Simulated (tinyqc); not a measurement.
# Sharing a fixed EOT between the layers

Without charge in the stack, a voltage of 1.2 V over an EOT of 2.5 nm gives F1 = (V/EOT)(3.9/e1) and F2 = F1 e1/e2; t2 = e2 (EOT/3.9 - t1/e1).

Inputs (values chosen for the exercise):
- e1 = 3.98 (relative permittivity of layer 1)
- e2 = 8.89 (relative permittivity of layer 2)

Results:
```
t1 (nm)  t2 (nm)  physical thickness (nm)  drop over layer 1 (V)  drop over layer 2 (V)
0         5.6987                   5.6987                      0                 1.2000
0.31      5.0063                   5.3163                0.14581                 1.0542
0.62      4.3138                   4.9338                0.29162                0.90838
0.93      3.6214                   4.5514                0.43743                0.76257
1.24      2.9290                   4.1690                0.58324                0.61676
1.55      2.2365                   3.7865                0.72905                0.47095
2.17     0.85166                   3.0217                 1.0207                0.17934
```

Estimate the missing row, t1 = 1.86 nm.

Computed row:
```
t1 (nm)  t2 (nm)  physical thickness (nm)  drop over layer 1 (V)  drop over layer 2 (V)
1.86      1.5441                   3.4041                0.87485                0.32515
```

With this row back in the table: Each 0.1 nm of layer 1 costs 0.223 nm of layer 2, so the physical thickness falls from 5.70 to 3.02 nm. The fields do not change, 4.70 MV/cm in layer 1 and 2.11 MV/cm in layer 2, and layer 1 takes half of the voltage at t1 = 1.28 nm.

Program tinyqc, `OMP_NUM_THREADS=1 python tinyqc.py 2010166 2010167 out.jsonl`; Intel Xeon 2.30GHz, shared host, one thread, about 0.01 s.
